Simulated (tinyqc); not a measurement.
## Junction parameters from two forward currents

Problem. D(v) = J1 (exp(v/Vt) - 1) + J2 (exp(v/(2 Vt)) - 1). Find J1, J2 and the voltage 2 Vt ln(J2/J1) near which both parts are equal.

Values chosen for this exercise: temperature T = 300 K.

Constants: q = 1.602176634e-19 C, kB = 1.380649e-23 J/K, Vt = kB T/q. Results are converted to the units shown.

junction voltages (V): [0.29, 0.71]
currents (uA/um): [2.0863668e-5, 5.4846971]

Answer. The current is linear in J1 and J2, so two points give two equations.

J1 = 6.400e-12 uA/um
J2 = 7.500e-8 uA/um
crossover = 0.4844 V

Program tinyqc, `OMP_NUM_THREADS=1 python tinyqc.py 2182142 2182143 out.jsonl`; Intel Xeon 2.30GHz, shared host, one thread, about 0.2 s.
